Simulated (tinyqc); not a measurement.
WKB tunnelling through a gate dielectric with a two-band (Franz) dispersion: one step. The integrals in closed form. Five cases, with inputs chosen for the exercise.

Question. Parabolic: (2/3) sqrt(m/c) (t/V) (phi^(3/2) - u_e^(3/2)). Franz: sqrt(m/c) Eg^(3/2) (t/V) (f(phi/Eg) - f(u_e/Eg)) with f(y) = ((2y - 1) sqrt(y (1 - y)) + arcsin(sqrt y))/4. u_e = max(phi - V, 0). T = exp(-2 I).

At depth x the conduction edge lies u(x) = phi - V x/t above the electron. Parabolic: kappa = sqrt(m u/c). Franz: kappa = sqrt(m u (1 - u/Eg)/c), which vanishes at both band edges. c = hbar^2/2m0. T = exp(-2 integral of kappa dx) over the region u > 0; no image force, no prefactor, zero transverse momentum. The region ends at x_e = min(t, phi t/V); x_e < t is the Fowler-Nordheim regime.

Constants: hbar^2/2m0 = 3.80998211 eV angstrom^2.

Case 1.

Values chosen (of the size used for Si3N4 on silicon; shifted at random, so the results belong to these values and not to a real crystal): Eg = 5.08 eV (gap of the dielectric); phi = 2.1 eV (barrier above the electron energy at the emitter); m = 0.47 m0 (mass at the conduction edge); t = 34 angstrom (thickness); V = 2.4 V (voltage across the layer).

Case 2.

Values chosen (of the size used for HfO2 on silicon; shifted at random, so the results belong to these values and not to a real crystal): Eg = 5.75 eV (gap of the dielectric); phi = 1.46 eV (barrier above the electron energy at the emitter); m = 0.21 m0 (mass at the conduction edge); t = 27 angstrom (thickness); V = 1.8 V (voltage across the layer).

Case 3.

Values chosen (of the size used for AlN on silicon; shifted at random, so the results belong to these values and not to a real crystal): Eg = 6.39 eV (gap of the dielectric); phi = 1.69 eV (barrier above the electron energy at the emitter); m = 0.37 m0 (mass at the conduction edge); t = 28 angstrom (thickness); V = 2.8 V (voltage across the layer).

Case 4.

Values chosen (of the size used for HfO2 on silicon; shifted at random, so the results belong to these values and not to a real crystal): Eg = 5.87 eV (gap of the dielectric); phi = 1.57 eV (barrier above the electron energy at the emitter); m = 0.21 m0 (mass at the conduction edge); t = 60 angstrom (thickness); V = 0.5 V (voltage across the layer).

Case 5.

Values chosen (of the size used for Si3N4 on silicon; shifted at random, so the results belong to these values and not to a real crystal): Eg = 4.97 eV (gap of the dielectric); phi = 2.06 eV (barrier above the electron energy at the emitter); m = 0.42 m0 (mass at the conduction edge); t = 58 angstrom (thickness); V = 0.6 V (voltage across the layer).

Give: integral of kappa dx; T.

Answer.

Case 1.

integral of kappa dx: parabolic 10.0947, Franz 8.7313

T: parabolic 1.71e-09, Franz 2.61e-08

The two-band dispersion raises T by a factor 15.3.

Case 2.

integral of kappa dx: parabolic 4.1417, Franz 3.8103

T: parabolic 0.000253, Franz 0.000490

The two-band dispersion raises T by a factor 1.94.

Case 3.

integral of kappa dx: parabolic 4.5643, Franz 4.1830

T: parabolic 0.000109, Franz 0.000233

The two-band dispersion raises T by a factor 2.14.

Case 4.

integral of kappa dx: parabolic 16.1597, Franz 14.2130

T: parabolic 9.20e-15, Franz 4.52e-13

The two-band dispersion raises T by a factor 49.1.

Case 5.

integral of kappa dx: parabolic 25.5163, Franz 20.4718

T: parabolic 6.87e-23, Franz 1.65e-18

The two-band dispersion raises T by a factor 2.41e+04.

Computed by tinyqc, one run a case: `OMP_NUM_THREADS=1 python tinyqc.py N N+1 out.jsonl` with N = 1451858, 1452019, 1452041, 1452051, 1452202; one thread of a shared Intel(R) Xeon(R) Processor @ 2.30GHz, about 0.01 s a run at most.
